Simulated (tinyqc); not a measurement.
Reverse leakage of an n+-p junction: diffusion, generation, trap-assisted and band-to-band tunnelling: two steps of the calculation.

One-sided abrupt junction in the depletion approximation, x from the junction (0) to W on the p side, field F = F0 (1 - x/W). Flat quasi-Fermi levels, long p side. Traps generate through SRH with both lifetimes shortened by 1 + Gamma (Hurkx enhancement, form for moderate fields); band-to-band generation is local and needs a total bending above Eg.

Inputs (values chosen for the exercise); band and dielectric values close to those of germanium:
- T = 400 K (temperature)
- Eg = 0.649 eV (band gap)
- Na = 3.5e17 cm^-3 (acceptor density of the lighter side)
- Nd = 5e19 cm^-3 (donor density of the heavier side)
- tau = 4e-6 s (SRH lifetime of both carriers at zero field)
- Et = 0 eV (trap level above the intrinsic level)
- Ab = 6.7e14 cm^-0.5 V^-2.5 s^-1 (band-to-band prefactor)
- Bb = 5.23e6 V/cm (band-to-band field constant)
- VR = 2.4 V (reverse bias)

Constants: q = 1.602176634e-19 C, kB = 1.380649e-23 J/K, Vt = kB T/q. Results are converted to the units shown.

Problem 1. Generation rates across the layer. u = (Vbi + VR)(1 - x/W)^2, p = Na exp(-u/Vt), n = Nd exp((u - Vbi - VR)/Vt); G0 = ni^2 (1 - exp(-VR/Vt))/(tau (n + p + 2 ni cosh(Et/Vt))); Gamma = 2 sqrt(3 pi)(F/FG) exp((F/FG)^2); trap-assisted part G0 Gamma; G_bb = Ab F^2.5 exp(-Bb/F) with F in V/cm, zero unless Vbi + VR > Eg. 16 equal steps.

ni = 9.9604722e14 cm^-3
Vbi = 0.57514263 V
W = 122.22290 nm
F0 = 486.83880 kV/cm
FG = 439.86976 kV/cm

Find: x; F; Gamma; G0; G0 Gamma; G_bb.

Solution 1.

| point | x (nm) | F (kV/cm) | Gamma | G0 (cm^-3 s^-1) | G0 Gamma (cm^-3 s^-1) | G_bb (1e24 cm^-3 s^-1) |
|---|---|---|---|---|---|---|
| 0 | 0.00 | 486.84 | 23.132 | 4.9604e15 | 1.1474e17 | 2.3934 |
| 1 | 7.64 | 456.41 | 18.697 | 7.2170e19 | 1.3494e21 | 0.9952 |
| 2 | 15.28 | 425.98 | 15.189 | 1.2450e20 | 1.8911e21 | 0.3694 |
| 3 | 22.92 | 395.56 | 12.395 | 1.2451e20 | 1.5433e21 | 0.1194 |
| 4 | 30.56 | 365.13 | 10.152 | 1.2451e20 | 1.2639e21 | 0.0325 |
| 5 | 38.19 | 334.70 | 8.3358 | 1.2451e20 | 1.0379e21 | 0.0071 |
| 6 | 45.83 | 304.27 | 6.8536 | 1.2451e20 | 8.5331e20 | 0.0012 |
| 7 | 53.47 | 273.85 | 5.6322 | 1.2451e20 | 7.0124e20 | 0.0001 |
| 8 | 61.11 | 243.42 | 4.6152 | 1.2451e20 | 5.7463e20 | 0.0000 |
| 9 | 68.75 | 212.99 | 3.7586 | 1.2450e20 | 4.6797e20 | 0.0000 |
| 10 | 76.39 | 182.56 | 3.0274 | 1.2439e20 | 3.7657e20 | 0.0000 |
| 11 | 84.03 | 152.14 | 2.3935 | 1.1990e20 | 2.8699e20 | 0.0000 |
| 12 | 91.67 | 121.71 | 1.8341 | 6.9252e19 | 1.2701e20 | 0.0000 |
| 13 | 99.31 | 91.28 | 1.3302 | 1.3173e19 | 1.7524e19 | 0.0000 |
| 14 | 106.95 | 60.85 | 0.86586 | 2.6713e18 | 2.3130e18 | 0.0000 |
| 15 | 114.58 | 30.43 | 0.42676 | 9.8494e17 | 4.2033e17 | 0.0000 |
| 16 | 122.22 | 0.00 | 0 | 7.0464e17 | 0 | 0.0000 |

Problem 2. Current components. 16 equal steps.

Each current is q times the trapezoid sum of its rate; J adds J_diff; J_bb under 1e-8 of the sum is given as 0.

| point | x (nm) | G0 (cm^-3 s^-1) | G0 Gamma (cm^-3 s^-1) | G_bb (cm^-3 s^-1) |
|---|---|---|---|---|
| 0 | 0.00000 | 4.9603527e15 | 1.1474476e17 | 2.3933687e24 |
| 1 | 7.63893 | 7.2169999e19 | 1.3493580e21 | 9.9518217e23 |
| 2 | 15.27786 | 1.2450078e20 | 1.8910997e21 | 3.6942452e23 |
| 3 | 22.91679 | 1.2450590e20 | 1.5432593e21 | 1.1937343e23 |
| 4 | 30.55573 | 1.2450590e20 | 1.2639337e21 | 3.2470331e22 |
| 5 | 38.19466 | 1.2450590e20 | 1.0378615e21 | 7.1038985e21 |
| 6 | 45.83359 | 1.2450590e20 | 8.5330960e20 | 1.1732559e21 |
| 7 | 53.47252 | 1.2450590e20 | 7.0123766e20 | 1.3352783e20 |
| 8 | 61.11145 | 1.2450589e20 | 5.7462560e20 | 9.1391637e18 |
| 9 | 68.75038 | 1.2450444e20 | 4.6796832e20 | 3.0403147e17 |
| 10 | 76.38932 | 1.2438890e20 | 3.7657471e20 | 3.4530869e15 |
| 11 | 84.02825 | 1.1990405e20 | 2.8698752e20 | ~0 |
| 12 | 91.66718 | 6.9251591e19 | 1.2701237e20 | ~0 |
| 13 | 99.30611 | 1.3173486e19 | 1.7523931e19 | ~0 |
| 14 | 106.94504 | 2.6712717e18 | 2.3129546e18 | ~0 |
| 15 | 114.58397 | 9.8493804e17 | 4.2033318e17 | ~0 |
| 16 | 122.22290 | 7.0463945e17 | 0 | 0 |

J_diff = 7.5312758e-4 A/cm^2

Wanted: J_SRH; J_TAT; J_bb; J.

Solution 2.

J_SRH = 1.7122e-4 A/cm^2
J_TAT = 0.0012843 A/cm^2
J_bb = 0.33309 A/cm^2
J = 0.33530 A/cm^2

Range of the model: The n+ side is degenerate, so Vbi from Boltzmann statistics is only a guide.

tinyqc, about 0.01 s, one thread, Intel Xeon 2.30GHz (shared host): `OMP_NUM_THREADS=1 python tinyqc.py 2290084 2290085 out.jsonl`

~0 in a residual or rate marks an entry under 1e-11 of the largest of its column.
